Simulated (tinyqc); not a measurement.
Approach to the steady line: permeation of metal atoms or ions through a thin barrier or dielectric: time lag, field-aided drift and lifetime. Computed by tinyqc, a small Python program. Command: `OMP_NUM_THREADS=1 python tinyqc.py 3029131 3029132 out.jsonl barrier walk`. One thread of a shared host (Intel(R) Xeon(R) Processor @ 2.30GHz), about 0.01 s of CPU time with the checks.

The film 0 < x < d is empty at first; C = C0 at x = 0 and C = 0 at x = d. dC/dt = D d2C/dx2 - v dC/dx with drift v = D z e V/(k_B T d) (uniform field, no space charge).

Inputs (values chosen for the exercise, for a model case: singly charged ions through a dielectric):

| quantity | value | unit |
|---|---|---|
| thickness d | 20 | nm |
| prefactor D0 | 2.3e-08 | cm^2/s |
| activation energy E | 0.832 | eV |
| concentration at the source side C0 | 3.3e+14 | 1/cm^3 |
| charge number z | 1 | - |
| voltage V (positive drives ions across) | 0.064 | V |
| test temperature T | 300 | C |

Constants: k_B = 8.617333262e-05 eV/K.

Method:
- D = D0 exp(-E/(k_B T)); time scale d^2/D; Peclet number P = z V/(k_B T), k_B T in eV; 1 nm = 1e-7 cm.
- Temperatures in kelvin are T(C) + 273.15.
- Steady flux J = (D C0/d) P/(1 - exp(-P)); time lag in units of d^2/D: s_L = [P (1 + exp(-P))/(1 - exp(-P)) - 2]/P^2 (P = 0: J = D C0/d, s_L = 1/6).
- Dose through the film Q(s) = C0 d {f (s - s_L) - 2 exp(P/2) sum_(n=1..200) (-1)^n n^2 pi^2 exp(-l_n s)/l_n^2}, l_n = n^2 pi^2 + P^2/4, f = P/(1 - exp(-P)) the relative flux.
- Short-time form for P = 0: Q/(C0 d) = 4 sqrt(s) ierfc(1/(2 sqrt(s))), ierfc(y) = exp(-y^2)/sqrt(pi) - y erfc(y).

Peclet number P = 1.29580

flux relative to D C0/d = 1.78406

time lag s_L = 0.162181

Q/(C0 d):

| s | series | steady line f (s - s_L) | series without field | short-time form, no field |
|---|---|---|---|---|
| 0.03 | 9.1598e-06 | -0.2358 | 4.8419e-06 | 4.8419e-06 |
| 0.05 | 5.0682e-04 | -0.2001 | 2.6934e-04 | 2.6934e-04 |
| 0.08 | 5.9944e-03 | -0.1466 | 3.2066e-03 | 3.2066e-03 |
| 0.12 | 2.7637e-02 | -0.0753 | 1.4887e-02 | 1.4887e-02 |
| 0.20 | 1.1296e-01 | 0.0675 | 6.1464e-02 | 6.1463e-02 |
| 0.30 | 2.6214e-01 | 0.2459 | 1.4382e-01 | 1.4379e-01 |
| 0.50 | 6.0477e-01 | 0.6027 | 3.3479e-01 | 3.3326e-01 |
| 0.80 | 1.1380e+00 | 1.1379 | 6.3341e-01 | 6.1838e-01 |
| 1.20 | 1.8515e+00 | 1.8515 | 1.0333e+00 | 9.7002e-01 |

What follows from these numbers?

The dose lies above the steady line at all times and, among these rows, is within 1 % of it from s = 0.5 on (the lag is s_L = 0.162); for a known P the intercept of that line gives D and its slope D C0. The field changes the dose by a factor 1.89 in the first row and 1.79 in the last; at short times the factor tends to exp(P/2) = 1.91.

Extremes, crossings and ranges named in words are read from the listed rows.
